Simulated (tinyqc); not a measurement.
# Short-channel transistor, virtual-source model with series resistance: two studies

The current per gate width is the charge at the top of the source barrier (the virtual source) times its velocity times a saturation function; al and be are fitting constants of the model. Units: I in uA/um, Rs in ohm um, so I Rs = 1e-6 I Rs in volts; Q in uC/cm^2, so I = 1e-4 Q vx0 Fsat with vx0 in cm/s.

Inputs (values chosen for the exercise):
```
symbol   value        unit                                                         meaning
T          250           K                                                     temperature
Cinv      3.12     uF/cm^2                                           inversion capacitance
vx0     5.19e6        cm/s                                  velocity at the virtual source
mu         170  cm^2/(V s)                                               apparent mobility
L           20          nm                                                  channel length
VT0      0.338           V                                 threshold at zero drain voltage
dl       0.144         V/V                                  drain-induced barrier lowering
n0        1.29                                                         subthreshold factor
nd        0.05         1/V                                  growth of n with drain voltage
al         3.5              threshold shift (in units of Vt) from weak to strong inversion
be           2                                                     sharpness of saturation
Rs          50      ohm um                               series resistance of each contact
```

Constants: q = 1.602176634e-19 C, kB = 1.380649e-23 J/K, Vt = kB T/q. Results are converted to the units shown.

Each table varies one quantity; the others keep the values above.

## Effect of the threshold at zero drain voltage on the on and off currents

Intrinsic voltages Vg' = Vgs - I Rs, Vd' = Vds - 2 I Rs. n = n0 + nd Vd', VT = VT0 - dl Vd', Ff = 1/(1 + exp((Vg' - VT + al Vt/2)/(al Vt))), Q = Cinv n Vt ln(1 + exp((Vg' - VT + al Vt Ff)/(n Vt))), Vdsat = (vx0 L/mu)(1 - Ff) + Vt Ff, Fsat = u/(1 + u^be)^(1/be) with u = Vd'/Vdsat, and I = Q vx0 Fsat per width. I is solved self-consistently. Ion is I at Vgs = Vds = 0.6 V, Ioff at Vgs = 0, Vds = 0.6 V, and Rlin = Vds/I at Vgs = 0.6 V, Vds = 0.05 V.

Results:
```
VT0 (V)  Ion (uA/um)  Ioff (nA/um)  log10(Ion/Ioff)  Rlin (ohm um)
0.15           781.8       1.827e4            1.631          191.8
0.2            709.2          5501            2.110          204.1
0.25           636.6          1336            2.678          220.0
0.3            564.1         281.1            3.302          240.9
0.4            419.9         9.912            4.627          311.1
0.45           348.7         1.764            5.296          374.0
0.5            278.8        0.3091            5.955          478.3
```

Estimate the missing row, VT0 = 0.35 V.

Computed row:
```
VT0 (V)  Ion (uA/um)  Ioff (nA/um)  log10(Ion/Ioff)  Rlin (ohm um)
0.35           491.8         54.15            3.958          269.7
```

With this row back in the table: As VT0 goes from 0.15 to 0.5 V, Ion falls from 782 to 279 uA/um, Ioff falls from 18300 to 0.309 nA/um and Rlin rises from 192 to 478 ohm um. Ion changes by a factor of 0.357 and Ioff by 1.69e-5. The off current depends on it through an exponential, the on current about linearly. For VT0 = 0.15 to 0.25 V the off current passes 1 uA/um, so the device is hardly off at Vgs = 0.

## Effect of the channel length on the on and off currents

Same model as above.

mu, vx0, VT0, dl and n0 are held fixed.

Effect of the channel length on the on and off currents:
```
L (nm)  Ion (uA/um)  Ioff (nA/um)  log10(Ion/Ioff)  Rlin (ohm um)
10           511.18        80.870           3.8008         194.41
15           510.30        80.866           3.8001         228.29
24           507.87        80.858           3.7980         288.74
36           503.00        80.846           3.7939         369.33
55           491.95        80.826           3.7844         497.51
85           468.21        80.790           3.7631         701.03
130          425.44        80.724           3.7218         1007.7
200          359.54        80.597           3.6494         1486.0
```

As L goes from 10 to 200 nm, Ion falls from 511 to 360 uA/um, Ioff stays near 80.8 nA/um and Rlin rises from 194 to 1490 ohm um. Ion changes by a factor of 0.703 and Ioff by 0.997. Below threshold Vdsat is near Vt, so L and mu hardly reach the off current. At L = 200 nm the channel is long for this model, whose fixed vx0 belongs to short devices.

Numbers from tinyqc (`OMP_NUM_THREADS=1 python tinyqc.py 2380140 2380141 out.jsonl`; about 0.02 s on one thread of a shared Intel Xeon 2.30GHz).
